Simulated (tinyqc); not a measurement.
Inside a calculation. Model: ballistic conductance of a hard-wall wire of rectangular section by counting modes.

Computed by the program tinyqc: `OMP_NUM_THREADS=1 python tinyqc.py 2740118 2740119 out.jsonl`, one thread of a shared Intel Xeon 2.30GHz, about 0.5 s for the whole run. Printed values are rounded.

Subband edges E_(a,b) = (C pi^2/m) [(a/W)^2 + (b/Hh)^2], a, b = 1, 2, ...; C = hbar^2/(2 m0). Every mode transmits fully; spin gives the factor 2 in 2 q^2/h, valleys the factor gv.

Parameters, values chosen for the exercise:
```
symbol,value,unit,meaning
T,4,K,temperature
m,0.25,m0,mass
gv,1,,valleys
Ef,0.374,eV,Fermi energy above the bulk band edge
W,8.9,nm,width
Hh,5.4,nm,height
Et,0.468,eV,highest subband edge listed
```

Constants: q = 1.602176634e-19 C, kB = 1.380649e-23 J/K, hbar = 1.054571817e-34 J s, h = 6.62607015e-34 J s, m0 = 9.1093837015e-31 kg, Vt = kB T/q, hbar^2/(2 m0) = 0.0380998212 eV nm^2. Results are converted to the units shown.

## Subband edges and their occupation

List the edges below Et; each adds its degeneracy times f = 1/(1 + exp((E_n - Ef)/Vt)) to the thermal mode count.

```
mode  edge (eV)  degeneracy        f
1,1    0.070571           1  1.00000
2,1    0.127538           1  1.00000
3,1    0.222483           1  1.00000
1,2    0.225316           1  1.00000
2,2    0.282283           1  1.00000
4,1    0.355406           1  1.00000
3,2    0.377228           1  0.00009
```

## Conductance and ballistic resistance

G = (2 q^2/h) gv M; at zero temperature M counts the edges below Ef, at T it is the sum of degeneracy times f. The smooth (Sharvin) count is kF^2 A/(4 pi), kF = sqrt(m Ef/C), A = W Hh, perimeter p = 2 (W + Hh), and with the boundary term kF^2 A/(4 pi) - kF p/(4 pi). The sum runs over the edges listed.

M at zero temperature = 6
M at T = 6.00009
G = 464.892 uS
resistance 1/G = 2.15104 kohm
smooth count = 9.38561

The smooth count is 56 % above M at T. With the boundary term it is 5.82.
